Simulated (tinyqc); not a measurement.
What moves the results: virtual-crystal alloy A(1-x)B(x) in sp3s* tight binding. A value that a table varies takes the place of the one given here.

sp3s* tight binding, nearest neighbours only: anion (a) at 0, cation (c) at a/4 (1,1,1), orbitals s, px, py, pz, s* on each; k in units of 2 pi/a. With phases e_j = exp(i (pi/2) k.n_j) for n = (1,1,1), (1,-1,-1), (-1,1,-1), (-1,-1,1): g0 = (e1+e2+e3+e4)/4, g1 = (e1+e2-e3-e4)/4, g2 = (e1-e2+e3-e4)/4, g3 = (e1-e2-e3+e4)/4. The diagonal holds the levels Esa, Epa, Exa (s*) and Esc, Epc, Exc. Anion-cation block: <sa|sc> = Vss g0; <sa|xc> = Vsapc g1; <xa|sc> = -Vscpa g1; <xa|xc> = Vxx g0; <xa|yc> = <ya|xc> = Vxy g3, <xa|zc> = <za|xc> = Vxy g2, <ya|zc> = <za|yc> = Vxy g1; <s*a|xc> = Vxapc g1; <xa|s*c> = -Vpaxc g1; y and z take g2 and g3 in place of g1; s-s* and s*-s* vanish.

Virtual crystal: a(x) = (1 - x) aA + x aB (Vegard); the six levels are averaged linearly; the seven couplings follow Harrison's rule, V(x) a(x)^2 = (1 - x) V_A aA^2 + x V_B aB^2. No spin-orbit coupling and no disorder. Gaps are measured from the top of the valence band at Gamma; the Delta value is the minimum on (kx,0,0) for kx from 0.5 to 1.

Parameters, chosen for this exercise (A near a published set for Ge, B for Si; such sets place X and L only to about 0.5 eV; shifted at random, so the results belong to these values and not to a real crystal): aA = 5.662 angstrom (lattice constant of A); aB = 5.427 angstrom (of B); pA = (-5.899, 1.615, -5.899, 1.615, 6.394, 6.394, -6.767, 1.616, 4.915, 5.478, 5.478, 5.22, 5.22) eV (order Esa, Epa, Esc, Epc, Exa, Exc, Vss, Vxx, Vxy, Vsapc, Vscpa, Vxapc, Vpaxc); pB = (-4.184, 1.715, -4.184, 1.715, 6.674, 6.674, -8.273, 1.721, 4.586, 5.718, 5.718, 5.375, 5.375) eV (the same for B); x = 0.72 (fraction of B).

## Gaps across the alloy

Bowing b from E(x) = (1 - x) E(0) + x E(1) - b x (1 - x), taken at x = 0.5.

Gaps (eV):

| x | a (angstrom) | Gamma | Delta | L |
|---|---|---|---|---|
| 0.000 | 5.6620 | 0.8690 | 0.7989 | 0.7588 |
| 0.125 | 5.6326 | 1.2594 | 0.8468 | 0.9630 |
| 0.250 | 5.6033 | 1.6533 | 0.8944 | 1.1711 |
| 0.375 | 5.5739 | 2.0508 | 0.9417 | 1.3830 |
| 0.500 | 5.5445 | 2.4520 | 0.9887 | 1.5985 |
| 0.625 | 5.5151 | 2.8569 | 1.0353 | 1.8175 |
| 0.750 | 5.4858 | 3.2656 | 1.0816 | 2.0397 |
| 0.875 | 5.4564 | 3.4144 | 1.1276 | 2.2651 |
| 1.000 | 5.4270 | 3.4420 | 1.1732 | 2.4934 |

bowing (eV): Gamma -1.186, Delta -0.011, L 0.111

What does this show, and why?

The lowest valley changes from L to the Delta line near x = 0.03 (linear estimate between rows). The bowing is -1.186 (Gamma), -0.011 (Delta) and +0.111 eV (L); a positive value means that the gap sags below the straight line. At Gamma the lowest empty level is s-like at one end and p-like at the other, so that column has a kink and its b is no true bowing. The virtual crystal leaves out the part of the bowing that comes from disorder and bond relaxation, and this model places the Delta and L valleys only roughly, so crossings, or their absence, can differ from those of the real alloy.

## Two ways to average the couplings

The gaps with the 1/a^2 rule and with a plain linear average of all thirteen parameters.

Gaps (eV):

| x | Gamma | Delta | L | Gamma, linear | Delta, linear | L, linear |
|---|---|---|---|---|---|---|
| 0.10 | 1.1811 | 0.8372 | 0.9218 | 1.1916 | 0.8375 | 0.9266 |
| 0.25 | 1.6533 | 0.8944 | 1.1711 | 1.6755 | 0.8950 | 1.1811 |
| 0.50 | 2.4520 | 0.9887 | 1.5985 | 2.4820 | 0.9893 | 1.6119 |
| 0.75 | 3.2656 | 1.0816 | 2.0397 | 3.2885 | 1.0820 | 2.0499 |
| 0.90 | 3.4199 | 1.1367 | 2.3106 | 3.4210 | 1.1369 | 2.3155 |

What can be read from the table?

At x = 0.5 the two rules differ by -30.0 (Gamma), -0.7 (Delta) and -13.4 meV (L), with lattice constants 4.15 % apart: in terms of bowing, b = 4 times the sag at x = 0.5, the rule adds +0.120, +0.003 and +0.054 eV. The ends x = 0 and 1 are the same under both rules.

## Composition and lattice constants

Gaps of the alloy. Each row changes one parameter from the base and keeps the others.

Results:

| case | gap Gamma (eV) | gap Delta (eV) | gap L (eV) | kx of the Delta minimum |
|---|---|---|---|---|
| base | 3.1672 | 1.0705 | 1.9861 | 0.751 |
| x = 0.77 | 3.3314 | 1.0890 | 2.0756 | 0.748 |
| aA = 5.549 angstrom | 3.1781 | 1.0707 | 1.9909 | 0.751 |
| aB = 5.536 angstrom | 3.1779 | 1.0707 | 1.9908 | 0.751 |

What does this show?

The largest shifts from the base row, up to three for each result and ties (the steps differ in size, so this ranks the rows, not the parameters). gap Gamma (eV): x +0.1642, aA +0.0109, aB +0.0108. gap Delta (eV): x +0.0185, aA +0.0002, aB +0.0002. gap L (eV): x +0.0895, aA +0.0048, aB +0.0047. kx of the Delta minimum: x -0.004; unchanged at the printed digits by aA and aB. The lattice constants enter only through the weights of the couplings.

Program tinyqc; command `OMP_NUM_THREADS=1 python tinyqc.py 1450297 1450298 out.jsonl`; about 0.1 s on one thread of a shared Intel(R) Xeon(R) Processor @ 2.30GHz.
